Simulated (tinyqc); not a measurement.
## Gated graphene, quantum capacitance: effect of the gate voltage

phi is the Fermi level above the Dirac point, in volts; Vg is counted from the gate voltage of charge neutrality. Ideal linear bands, no charge puddles.

N0 = (2/pi)(kB T/(hbar vF))^2; n = N0 F1(phi/Vt), p = N0 F1(-phi/Vt), F1(e) = int_0^infinity u du/(1 + exp(u - e)) = -Li2(-exp(e)); Cq = q d(n - p)/dphi = (q N0/Vt) ln[2 (1 + cosh(phi/Vt))]. Cox = eps0 eox/tox; Vg = phi + q (n - p + Dit phi)/Cox. 1/C_G = 1/Cox + 1/(Cq + q Dit); dphi/dVg = Cox/(Cox + Cq + q Dit).

Parameters, values chosen for the exercise; values close to those of graphene: temperature T = 77 K; relative permittivity of the gate insulator (close to silicon nitride) eox = 7.43; insulator thickness tox = 5.7 nm; Fermi velocity vF = 1.01e6 m/s; density of traps Dit = 0 cm^-2 eV^-1.

Constants: q = 1.602176634e-19 C, kB = 1.380649e-23 J/K, hbar = 1.054571817e-34 J s, Vt = kB T/q, eps0 = 8.8541878128e-14 F/cm where lengths are in cm. Results are converted to the units shown.

The same in every row: Cox (uF/cm^2) = 1.154.

Results:
```
Vg (V)   phi (V)  n - p (cm^-2)  Cq (uF/cm^2)  C_G (uF/cm^2)  dphi/dVg  n + p (cm^-2)
-0.3     -0.1299      -1.225e12         2.998         0.8333    0.2780       1.225e12
-0.18   -0.09268      -6.290e11         2.139         0.7496    0.3505       6.290e11
-0.06   -0.04141      -1.339e11        0.9563         0.5230    0.5469       1.339e11
0.07     0.04672       1.677e11         1.079         0.5576    0.5169       1.677e11
0.31      0.1326       1.278e12         3.061         0.8382    0.2738       1.278e12
0.43      0.1630       1.924e12         3.761         0.8832    0.2348       1.924e12
0.56      0.1916       2.654e12         4.422         0.9152    0.2070       2.654e12
0.68      0.2153       3.348e12         4.968         0.9366    0.1885       3.348e12
0.8       0.2370       4.056e12         5.470         0.9530    0.1742       4.056e12
```

Estimate the missing row, Vg = 0.19 V.

Computed row:
```
Vg (V)  phi (V)  n - p (cm^-2)  Cq (uF/cm^2)  C_G (uF/cm^2)  dphi/dVg  n + p (cm^-2)
0.19    0.09614       6.761e11         2.219         0.7592    0.3422       6.761e11
```

With this row back in the table: As Vg goes from -0.3 to 0.8, Cq goes from 3.00 through a minimum of 0.956 (at Vg = -0.06 among the rows listed) to 5.47 uF/cm^2, C_G/Cox goes from 0.722 through a minimum of 0.453 (at Vg = -0.06 among the rows listed) to 0.826 and n - p rises from -1.23e12 to 4.06e12 cm^-2. Cq is below Cox for Vg = -0.06, 0.07; there the density of states limits the response dn/dVg more than the insulator does. At neutrality Cq is (q N0/Vt) ln 4 = 0.212 uF/cm^2, and far from it Cq grows as |phi|.

Computed by the program tinyqc: `OMP_NUM_THREADS=1 python tinyqc.py 2200117 2200118 out.jsonl`, one thread of a shared Intel Xeon 2.30GHz, about 0.01 s for the whole run.
